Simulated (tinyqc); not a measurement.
Balance functions: hot carriers by balance equations with a heated Maxwellian. Computed by tinyqc, a small Python program. Command: `OMP_NUM_THREADS=1 python tinyqc.py 3024253 3024254 out.jsonl hot walk`. One thread of a shared host (Intel(R) Xeon(R) Processor @ 2.30GHz), about 0.02 s of CPU time with the checks.

The carriers follow a Maxwellian at an electron temperature T_e, slightly displaced; the drift energy is neglected against k_B T_e. The balance averages the rate, not the time, so mu_0 lies below the relaxation-time value.

Inputs (values chosen for the exercise, modelled on holes in silicon):
```
quantity                                          value       unit
effective mass m                                  0.487        m_0
density rho                                        2329     kg/m^3
sound velocity v_l                                 8860        m/s
acoustic deformation potential D_A                  5.6         eV
phonon energy hbar w                               64.9        meV
optical or intervalley deformation potential D_o    7.7  1e8 eV/cm
final valleys Z_f                                     1          -
lattice temperature T                               300          K
```

Band: parabolic. Solver: damped fixed point.

Constants: k_B = 8.617333262e-05 eV/K; k_B = 1.380649e-23 J/K; e = 1.602176634e-19 C; hbar = 1.054571817e-34 J s; m_0 = 9.1093837015e-31 kg; hbar = 6.582119569e-16 eV s.

Method:
- Parabolic band: E = hbar^2 k^2/(2 m), speed v = hbar k/m, states per spin, volume and energy g(E) = m k/(2 pi^2 hbar^2). Masses are multiplied by m_0 and all formulas are in SI units.
- Phonon occupation N_q = 1/(exp(hbar w/(k_B T)) - 1).
- Acoustic deformation potential (elastic, equipartition, absorption and emission together): 1/tau = 2 pi k_B T D_A^2 g(E)/(hbar rho v_l^2).
- Optical or intervalley deformation potential: 1/tau = (pi Z_f D_o^2/(rho w)) [N_q g(E + hbar w) + (N_q + 1) g(E - hbar w)], with g = 0 below the band edge.
- Averages over the Maxwellian, <y> = int y x^(1/2) exp(-x) dx / int x^(1/2) exp(-x) dx with x = E/(k_B T_e), split at x_0 = hbar w/(k_B T_e): 64 Gauss-Legendre points in sqrt(x) below it and 128 in sqrt(x - x_0) above it, up to x = 32. Momentum balance: mu(T_e) = e/(m nu), nu = <x (sum of rates)>/<x>. Power lost per carrier: P(T_e) = hbar w <emission rate - absorption rate> + <(2 m v_l^2/(k_B T)) (E - 2 k_B T) acoustic rate>.
- The field that sustains T_e follows from e mu F^2 = P.

Against the electron temperature:
```
T_e (K)  mu (cm^2/(V s))  P optical (1e9 eV/s)  P acoustic (1e9 eV/s)  F (kV/cm)  drift velocity (1e7 cm/s)
330               923.86                  7.18             1.2988e-01      2.812                     0.2598
390               785.51                 22.69             4.2358e-01      5.425                     0.4261
480               649.25                 47.27             9.3984e-01      8.617                     0.5595
600               537.60                 80.01             1.7513e+00     12.333                     0.6630
900               396.94                154.52             4.2898e+00     20.002                     0.7940
1500              285.63                271.89             1.1076e+01     31.475                     0.8990
2400              217.63                401.65             2.4518e+01     44.252                     0.9631
3600              174.39                532.76             4.7188e+01     57.668                     1.0057
```

What does the comparison show, and why?

Optical phonons take 98 % of the power in the first row and 92 % in the last. The velocity grows as F^0.75 at first and as F^0.16 at the end, so it levels off; if optical phonons alone set both balances the limit at high T_e would be sqrt(3 hbar w tanh(hbar w/2 k_B T)/(4 m)) = 1.22 in the same unit. Rows above 1400 K (k_B T_e > 0.12 eV) stretch the parabolic band.
